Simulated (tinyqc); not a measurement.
Floating body of a partially depleted SOI transistor: body voltage and kink: two steps of the calculation.

Source at 0 V. Channel current Ic = 2 nf K Vt^2 [F(0) - F(Vd)](1 + la Vd), F(V) = ln^2(1 + exp((Vg - VT - nf V)/(2 nf Vt))), VT = VT0 - gb Vb. Saturation voltage Vs = 2 Vt sqrt(F(0)) + 3 Vt, excess Ve = (Vd - Vs + sqrt((Vd - Vs)^2 + 0.0004 V^2))/2, multiplication M1 = Ai Ve exp(-Bl/Ve). Each junction passes D(v) = J1 (exp(v/Vt) - 1) + J2 (exp(v/(2 Vt)) - 1). Bipolar current Ib = bb J1 (exp(Vb/Vt) - 1). The body settles where M1 (Ic + Ib) = D(Vb) + D(Vb - Vd) + Vb/Rb; drain current Id = (1 + M1)(Ic + Ib) - D(Vb - Vd).

Parameters, values chosen for the exercise; values of the order met in partially depleted silicon-on-insulator transistors: temperature T = 398 K; threshold at zero body voltage VT0 = 0.45 V; fall of the threshold per volt of body voltage gb = 0.22; slope factor nf = 1.42; gain factor per width K = 230 uA/(V^2 um); channel-length modulation factor la = 0.08 1/V; impact-ionisation prefactor Ai = 2.51 1/V; impact-ionisation voltage Bl = 7 V; diffusion saturation current of each junction J1 = 1.6e-8 uA/um; recombination saturation current of each junction J2 = 1.2e-6 uA/um; gain of the lateral bipolar transistor on the diffusion current bb = 3; resistance of a weak body tie to the source (1e9 stands for no tie, and the term is then dropped) Rb = 1e9 kohm um; gate voltage Vg = 0.99 V; drain voltage Vd = 2.5 V.

Constants: q = 1.602176634e-19 C, kB = 1.380649e-23 J/K, Vt = kB T/q. Results are converted to the units shown.

Task 1. New Vb. Current into the body I_in = M1 (Ic + Ib) - D(Vb - Vd), current out I_out = D(Vb) + Vb/Rb; f = ln(I_in/I_out), s = df/dVb by central differences over 1e-5 V, Vb(new) = Vb - f/s.

Vb after iteration 1 = 0.68106214 V

Wanted: Ic; Ve; M1; I_in; I_out; f; s; Vb after iteration 2.

Result 1.

Ic = 46.26 uA/um
Ve = 1.911 V
M1 = 0.1232
I_in = 8.184 uA/um
I_out = 6.758 uA/um
f = 0.1915
s = -20.18 1/V
Vb after iteration 2 = 0.6906 V

Task 2. Drain current with floating and with grounded body. Id and VT at the converged Vb, Id at Vb = 0, their ratio, and the bipolar share Ib/(Ic + Ib).

converged Vb = 0.69098470 V

Find: VT; Id, floating; Id, grounded; ratio; bipolar share.

Result 2.

VT = 0.29798 V
Id, floating = 82.550 uA/um
Id, grounded = 32.843 uA/um
ratio = 2.5135
bipolar share = 36.691 %

The body rises to 0.691 V and lowers the threshold by 152 mV.

Range of the model: The multiplication law is an empirical form chosen for the exercise; self-heating and capacitive coupling to the body are left out, and the linear laws are rough once Vb passes about 0.7 V or M1 about 0.1.

Computed by the program tinyqc: `OMP_NUM_THREADS=1 python tinyqc.py 2182031 2182032 out.jsonl`, one thread of a shared Intel Xeon 2.30GHz, about 0.2 s for the whole run.
